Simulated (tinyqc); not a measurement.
Worked calculation: CISD on RHF in the sto-6g basis, for Li+, spin multiplicity 1. One step of it, computed by the program tinyqc.

Problem. CISD: determinants and Hamiltonian. Slater-Condon rules over spin orbitals, with the nuclear repulsion added and E(HF) subtracted on the diagonal. Only determinants linked to the reference directly or through others are kept (one block of an abelian symmetry group), so some states are absent.

one-electron integrals over orbitals h = C^T H C (hartree):
```
[[-4.444569, 0.182217, 0.000000, 0.000000, 0.000000],
 [0.182217, -0.956766, 0.000000, 0.000000, 0.000000],
 [0.000000, 0.000000, -0.879985, 0.000000, 0.000000],
 [0.000000, 0.000000, 0.000000, -0.879985, 0.000000],
 [0.000000, 0.000000, 0.000000, 0.000000, -0.879985]]
```

Two-electron integrals over orbitals (pq|rs), unique and non-zero (hartree):
```
(11|11) 1.667805    (21|11) -0.182217   (21|21) 0.031344    (22|11) 0.404780
(22|21) -0.009899   (22|22) 0.283189    (31|31) 0.009946    (32|31) 0.013403
(32|32) 0.060943    (33|11) 0.397011    (33|21) -0.005643   (33|22) 0.286209
(33|33) 0.313125    (41|41) 0.009946    (42|41) 0.013403    (42|42) 0.060943
(43|43) 0.016875    (44|11) 0.397011    (44|21) -0.005643   (44|22) 0.286209
(44|33) 0.279374    (44|44) 0.313125    (51|51) 0.009946    (52|51) 0.013403
(52|52) 0.060943    (53|53) 0.016875    (54|54) 0.016875    (55|11) 0.397011
(55|21) -0.005643   (55|22) 0.286209    (55|33) 0.279374    (55|44) 0.279374
(55|55) 0.313125
```

nuclear repulsion = 0 hartree

Hartree-Fock energy = -7.22133373 hartree

Give: determinants; H - E(HF) between determinants.

Solution.

Occupation strings over the orbitals (2 doubly, a alpha, b beta, 0 empty; spin orbitals ordered 1a 1b 2a 2b ...): 20000 ab000 ba000 02000 00200 00020 00002

H - E(HF) between determinants (hartree), order 20000, ab000, ba000, 02000, 00200, 00020, 00002:
```
[[0.0000, 0.0000, 0.0000, 0.0313, 0.0099, 0.0099, 0.0099],
 [0.0000, 2.2248, -0.0313, 0.1723, 0.0134, 0.0134, 0.0134],
 [0.0000, -0.0313, 2.2248, -0.1723, -0.0134, -0.0134, -0.0134],
 [0.0313, 0.1723, -0.1723, 5.5910, 0.0609, 0.0609, 0.0609],
 [0.0099, 0.0134, -0.0134, 0.0609, 5.7745, 0.0169, 0.0169],
 [0.0099, 0.0134, -0.0134, 0.0609, 0.0169, 5.7745, 0.0169],
 [0.0099, 0.0134, -0.0134, 0.0609, 0.0169, 0.0169, 5.7745]]
```
